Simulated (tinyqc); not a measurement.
Same peak temperature, different pulse lengths: millisecond and nanosecond annealing: surface heating, thermal budget and solid-phase regrowth. Computed by tinyqc, a small Python program. Command: `OMP_NUM_THREADS=1 python tinyqc.py 3015584 3015585 out.jsonl flash walk`. One thread of a shared host (Intel(R) Xeon(R) Processor @ 2.30GHz), about 0.02 s of CPU time with the checks.

A square pulse heats the surface of a thick wafer with constant thermal properties; losses by radiation are neglected and silicon melts at 1414 C.

Inputs (values chosen for the exercise, modelled on hot silicon with boron):
```
quantity                      value        unit
incident fluence                 16      J/cm^2
pulse length t_p             0.0002           s
reflectance R                  0.54           -
thermal conductivity k         0.26    W/(cm K)
heat capacity per volume c     2.29  J/(cm^3 K)
preheat temperature T0          500           C
dopant prefactor D0            1.18      cm^2/s
dopant activation energy E      3.5          eV
regrowth prefactor v0       5.8e+08        cm/s
regrowth energy E_v            2.69          eV
amorphous layer                  24          nm
```

Source: scanned laser.

Constants: k_B = 8.617333262e-05 eV/K.

Method:
- Absorbed flux q = (1 - R) fluence/t_p; kappa = k/c. With f(z, t) = (2 q/k) sqrt(kappa t) ierfc(z/(2 sqrt(kappa t))), ierfc(x) = exp(-x^2)/sqrt(pi) - x erfc(x): T = T0 + f(z, t) during the pulse and T0 + f(z, t) - f(z, t - t_p) after it.
- At the surface the rise at the end of the pulse is 2 q sqrt(t_p/(pi k c)); the fluence that just melts the surface scales with (1414 - T0).
- Temperatures in kelvin are T(C) + 273.15.
- Integrate exp(-E/(k_B T(t))) at the surface from 0 to 10 t_p (Gauss-Legendre, 60 points in sqrt(t) up to t_p and 60 in sqrt(t - t_p) after it). (Dt) = D0 x integral with E; regrowth = v0 x integral with E_v; effective time = integral/exp(-E/(k_B T_peak)).
- For each t_p the flux is set so that the peak temperature stays the same: q sqrt(t_p) is fixed.

absorbed flux q = 36800 W/cm^2

kappa = 0.113537 cm^2/s

Pulses:
```
t_p (s)   fluence (J/cm^2)  q (W/cm^2)  thermal length (um)  2 sqrt(Dt) (nm)  regrowth (nm)
1.00e-07        3.5777e-01  1.6457e+06           1.0655e+00       4.6589e-03     1.5800e-01
1.00e-06        1.1314e+00  5.2043e+05           3.3695e+00       1.4733e-02     1.5800e+00
1.00e-05        3.5777e+00  1.6457e+05           1.0655e+01       4.6589e-02     1.5800e+01
1.00e-04        1.1314e+01  5.2043e+04           3.3695e+01       1.4733e-01     1.5800e+02
3.00e-04        1.9596e+01  3.0047e+04           5.8362e+01       2.5518e-01     4.7399e+02
1.00e-03        3.5777e+01  1.6457e+04           1.0655e+02       4.6589e-01     1.5800e+03
3.00e-03        6.1968e+01  9.5017e+03           1.8456e+02       8.0695e-01     4.7399e+03
1.00e-02        1.1314e+02  5.2043e+03           3.3695e+02       1.4733e+00     1.5800e+04
```

Fluence and diffusion length grow as sqrt(t_p), regrowth as t_p. The layer of 24 nm regrows from t_p = 0.0001 s on among these rows, at a diffusion length of 0.15 nm. Caution: amorphous silicon melts some 200 to 250 K below the crystal, which matters for the short pulses that reach the peak before regrowth. Caution: the shortest pulses need a source absorbed within their thermal length, and the longest also heat the back of the wafer, which the thick-wafer formula leaves out.

Extremes, crossings and ranges named in words are read from the listed rows.
